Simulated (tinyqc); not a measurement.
Three-phonon processes in a diatomic chain: dispersion, energy and momentum conservation, and decay channels of optical phonons: one step, computed by the program tinyqc. Command: `OMP_NUM_THREADS=1 python tinyqc.py 3121559 3121560 out.jsonl threeph walk`. One thread of a shared host (Intel(R) Xeon(R) Processor @ 2.30GHz), about 0.04 s of CPU time with the checks.

Cell length a, two atoms, one spring constant. x = q a/pi runs from -1 to 1; A and O are the acoustic and optical branches. Matrix elements are not computed: only conservation laws and occupation factors are followed.

Problem. Band edges. omega^2 = k (1/m + 1/M) -/+ k sqrt((1/m + 1/M)^2 - 4 sin^2(pi x/2)/(m M)); nu = 15.6333042 THz x sqrt(omega^2) for eV/(angstrom^2 u). Acoustic top sqrt(2 k/M), optical bottom sqrt(2 k/m), optical top sqrt(2 k (1/m + 1/M)).

Inputs (values chosen for the exercise, for a model chain): light mass m = 10.8 u; heavy mass M = 18.7 u; spring constant k = 12 eV/angstrom^2.

Constants: nu for 1 eV/(angstrom^2 u) = 15.6333042 THz.

Give: acoustic top; optical bottom; optical top; optical top over twice the acoustic top; optical bottom over twice the acoustic top; optical width over acoustic top.

Solution.

acoustic top = 17.71 THz

optical bottom = 23.30 THz

optical top = 29.27 THz

optical top over twice the acoustic top = 0.8264

optical bottom over twice the acoustic top = 0.6579

optical width over acoustic top = 0.3369

The zone-centre optical phonon can decay into two acoustic ones: this needs M/m <= 3.
